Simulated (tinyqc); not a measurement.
Undoped symmetric double-gate MOSFET, analytic potential model: two steps of the calculation.

An undoped body of thickness ts between two equal insulators and tied gates; long channel, electrons only, n = ni exp((psi - V)/Vt) with V the quasi-Fermi potential (0 at the source, Vd at the drain), constant mobility, no quantisation. Across the body psi(x) = V - 2 Vt ln[(ts/(2 beta)) sqrt(q ni/(2 eps0 eps_r Vt)) cos(2 beta x/ts)], x from the centre. Q is the electron charge per area of the whole body.

Inputs (values chosen for the exercise); material values close to those of gallium arsenide:
- T = 250 K (temperature)
- eps_r = 12.8 (relative permittivity of the semiconductor)
- Nc = 3.31e17 cm^-3 (conduction-band density of states at T)
- ts = 20 nm (body thickness)
- Vg = 0.76 V (gate voltage)

Constants: q = 1.602176634e-19 C, kB = 1.380649e-23 J/K, Vt = kB T/q, eps0 = 8.8541878128e-14 F/cm where lengths are in cm. Results are converted to the units shown.

Task 1. beta at the source by Newton steps. With V = 0: f = ln(beta) - ln(cos beta) + 2 r beta tan(beta) - (Vg - V0)/(2 Vt); f' = 1/beta + tan(beta) + 2 r [tan(beta) + beta/cos^2(beta)]; beta(new) = beta - f/f'.

beta at the start = 0.8
r = 0.21706783
V0 = 0.73563266 V

Give: f; f'; beta after iteration 1.

Result 1.

f = -0.06969
f' = 3.442
beta after iteration 1 = 0.8202

Task 2. Potential and electron density across the body at the source. psi(x) as above with V = 0 and beta = beta_s; n = ni exp(psi/Vt).

| point | x/ts |
|---|---|
| 0 | 0 |
| 1 | 0.1 |
| 2 | 0.2 |
| 3 | 0.3 |
| 4 | 0.4 |
| 5 | 0.45 |
| 6 | 0.5 |

beta_s = 0.82002024
ni = 4594.5715 cm^-3

Give: psi; n.

Result 2.

| point | psi (V) | n (cm^-3) |
|---|---|---|
| 0 | 0.67708 | 2.0495e17 |
| 1 | 0.67767 | 2.1056e17 |
| 2 | 0.67944 | 2.2868e17 |
| 3 | 0.68252 | 2.6382e17 |
| 4 | 0.68711 | 3.2638e17 |
| 5 | 0.69007 | 3.7446e17 |
| 6 | 0.69356 | 4.4036e17 |

The density at the surface is 2.15 times that at the centre (1/cos^2 beta). It reaches 1.3 Nc, where Boltzmann statistics overestimate it.

Computed by the program tinyqc: `OMP_NUM_THREADS=1 python tinyqc.py 2440126 2440127 out.jsonl`, one thread of a shared Intel Xeon 2.30GHz, about 0.01 s for the whole run.
